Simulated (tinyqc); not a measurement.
What each parameter does: polytypes by hexagonality, and a cubic inclusion as a quantum well.

Gap: E3 + (E2 - E3) h. Valence top Ev2 h and polarisation P2 h, both counted from 3C; Ec = Ev + gap.

A cubic inclusion of width L = N d in the host (h = 1) is a well of depth V = Ec(host) - Ec(3C). Square well with mass mismatch: k tan(k L/2) = (m_w/m_b) q, k = sqrt(m_w E/c), q = sqrt(m_b (V - E)/c), c = hbar^2/2m0, lowest root. The depth of the level, V - E, is its binding, and the transition to the valence top of the host is gap(host) - (V - E). The step in polarisation gives a field |F| = |P|/(eps eps0) in a thin inclusion, eps0 = 8.8541878e-12 F/m.

Constants: hbar^2/2m0 = 3.80998211 eV angstrom^2.

Parameters, chosen for this exercise (of the order of those of InAs; shifted at random, so the results belong to these values and not to a real crystal): E3 = 0.416 eV (gap of the cubic polytype); E2 = 0.464 eV (gap of 2H); Ev2 = 0.051 eV (valence top of 2H above that of 3C); P2 = 0.0019 C/m^2 (spontaneous polarisation of 2H); m = (0.026, 0.024) m0 (electron mass along c in the cubic layer and in the host); d = 3.502 angstrom (thickness of a double layer); eps = 15 (dielectric constant); N = 6 (double layers in the cubic inclusion).

Well depth, depth of the level, transition without the field and field.

One parameter was then changed.

Results before and after:
```
case     V (eV)  depth (eV)  transition (eV)  |F| (MV/cm)
base     0.0990      0.0063           0.4577        0.143
changed  0.1290      0.0104           0.4836        0.143
```

Which of these changes was made? (a) eps = 16; (b) N = 7; (c) E3 = 0.396 eV; (d) P2 = 0.0025 C/m^2; (e) m = (0.031, 0.024) m0; (f) Ev2 = 0.081 eV; (g) E2 = 0.494 eV.

Answer: (g) E2 = 0.494 eV. Of the candidates, run in turn, only this one gives the changed row.

All candidates:
```
case                   V (eV)  depth (eV)  transition (eV)  |F| (MV/cm)
base                   0.0990      0.0063           0.4577        0.143
N = 7                  0.0990      0.0083           0.4557        0.143
Ev2 = 0.081 eV         0.1290      0.0104           0.4536        0.143
E3 = 0.396 eV          0.1190      0.0089           0.4551        0.143
E2 = 0.494 eV          0.1290      0.0104           0.4836        0.143
P2 = 0.0025 C/m^2      0.0990      0.0063           0.4577        0.188
eps = 16               0.0990      0.0063           0.4577        0.134
m = (0.031, 0.024) m0  0.0990      0.0063           0.4577        0.143
```

Run: tinyqc, `OMP_NUM_THREADS=1 python tinyqc.py 1850813 1850814 out.jsonl`; Intel(R) Xeon(R) Processor @ 2.30GHz, one thread, shared host; about 0.2 s of CPU time with all checks.
